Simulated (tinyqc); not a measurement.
What moves the exposure: standing waves and exposure in a photoresist film.

Normal incidence from air. Unexposed resist: N1 = n1 + i k1 with k1 = (A + B) lam/(4 pi), lam in micrometres. r01 = (1 - N1)/(1 + N1), t01 = 2/(1 + N1). Below the resist lie the layer Na = na + i ka and the substrate Ns = ns + i ks: r12 = (r1a + ras x)/(1 + r1a ras x), x = exp(4 pi i Na da/lam), r1a = (N1 - Na)/(N1 + Na), ras = (Na - Ns)/(Na + Ns). With p = exp(2 pi i N1 d/lam), the field at depth z is E(z) = t01 [exp(2 pi i N1 z/lam) + r12 p^2 exp(-2 pi i N1 z/lam)]/(1 + r01 r12 p^2), the relative intensity I(z) = n1 |E(z)|^2 and the reflectance R = |(r01 + r12 p^2)/(1 + r01 r12 p^2)|^2.

Inputs chosen for the exercise (a resist on Cu, indices near tabulated ones; shifted at random, so the results belong to these values and not to a real crystal):
```
symbol  value  unit          meaning
lam     248    nm            vacuum wavelength
n1      1.786                resist index
A       0.01   1/micrometre  bleachable absorption (Dill A)
B       0.4    1/micrometre  fixed absorption (Dill B)
d       562    nm            resist thickness
ns      1.448                substrate n
ks      1.767                substrate k
na      1.794                n of the bottom antireflection layer
ka      0.405                its k
da      46     nm            its thickness
```

The mean of I is over 800 depths. Each row changes one parameter from the base and keeps the others.

Results:
```
case                  |r12|^2       R  mean I  I at the bottom
base                   0.0107  0.1201  0.7967           0.5656
d = 572 nm             0.0107  0.0892  0.8220           0.5832
n1 = 1.804             0.0097  0.1062  0.8075           0.5807
B = 0.6 1/micrometre   0.0107  0.1157  0.7575           0.5074
ks = 1.59              0.0107  0.1161  0.8005           0.5706
da = 56 nm             0.0294  0.1165  0.8222           0.5506
ka = 0.527             0.0115  0.1000  0.8168           0.6082
```

The largest shifts from the base row, up to three for each result and ties (the steps differ in size, so this ranks the rows, not the parameters). |r12|^2: da +0.0186, n1 -0.0010, ka +0.0008; unchanged at the printed digits by d, B and ks. R: d -0.0309, ka -0.0202, n1 -0.0139. mean I: B -0.0392, da +0.0256, d +0.0253. I at the bottom: B -0.0582, ka +0.0426, d +0.0176.

Program tinyqc; command `OMP_NUM_THREADS=1 python tinyqc.py 1652129 1652130 out.jsonl`; about 0.01 s on one thread of a shared Intel(R) Xeon(R) Processor @ 2.30GHz.
